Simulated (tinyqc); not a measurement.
Stretching all distances: RHF, UHF, MP2, CISD and CCSD against full CI in the sto-3g basis, for H2, spin multiplicity 1. Computed by the program tinyqc with PySCF. All coordinates are multiplied by the scale. c0^2 is the weight of the RHF determinant in the lowest singlet FCI state (UHF is spin-contaminated and may lie near states of higher spin) and n(LUMO) the first natural occupation beyond the occupied space.

Geometry (angstrom):

| atom | x | y | z |
|---|---|---|---|
| H | 0.0000 | 0.0000 | 0.0000 |
| H | 0.0000 | 0.0000 | 0.6590 |

Full CI energy (hartree) and errors against it (kcal/mol):

| scale | distance 1-2 (angstrom) | E(FCI) | RHF | UHF | MP2 | CISD | CCSD | <S^2> UHF | c0^2 | n(LUMO) |
|---|---|---|---|---|---|---|---|---|---|---|
| 1.000 | 0.659 | -1.13151 | 10.820 | 10.820 | 3.690 | 0.000 | 0.000 | 0.000 | 0.991 | 0.019 |
| 1.130 | 0.745 | -1.13723 | 13.008 | 13.008 | 4.695 | 0.000 | 0.000 | 0.000 | 0.987 | 0.026 |
| 1.250 | 0.824 | -1.13170 | 15.362 | 15.362 | 5.811 | 0.000 | 0.000 | 0.000 | 0.983 | 0.034 |
| 1.380 | 0.909 | -1.11892 | 18.324 | 18.324 | 7.255 | 0.000 | 0.000 | 0.000 | 0.977 | 0.046 |
| 1.500 | 0.989 | -1.10356 | 21.491 | 21.491 | 8.837 | 0.000 | 0.000 | 0.000 | 0.970 | 0.059 |
| 1.630 | 1.074 | -1.08498 | 25.453 | 25.453 | 10.860 | 0.000 | 0.000 | 0.000 | 0.961 | 0.078 |
| 1.760 | 1.160 | -1.06572 | 30.030 | 30.014 | 13.237 | 0.000 | 0.000 | 0.022 | 0.949 | 0.101 |
| 1.880 | 1.239 | -1.04818 | 34.840 | 32.305 | 15.768 | 0.000 | 0.000 | 0.253 | 0.936 | 0.128 |
| 2.010 | 1.325 | -1.03014 | 40.707 | 31.672 | 18.873 | 0.000 | 0.000 | 0.443 | 0.919 | 0.163 |

What does the comparison show, and why?

UHF parts from RHF first at scale 1.76 of those listed, where <S^2> leaves zero. The weight c0^2 goes from 0.99 to 0.92 and n(LUMO) from 0.02 to 0.16: static correlation grows as the bonds break into open-shell fragments. The spread of the error along the curve, which distorts its shape, is CISD 0.0, CCSD 0.0, MP2 15.2, UHF 21.5, RHF 29.9 kcal/mol. With two electrons CISD and CCSD are exact.
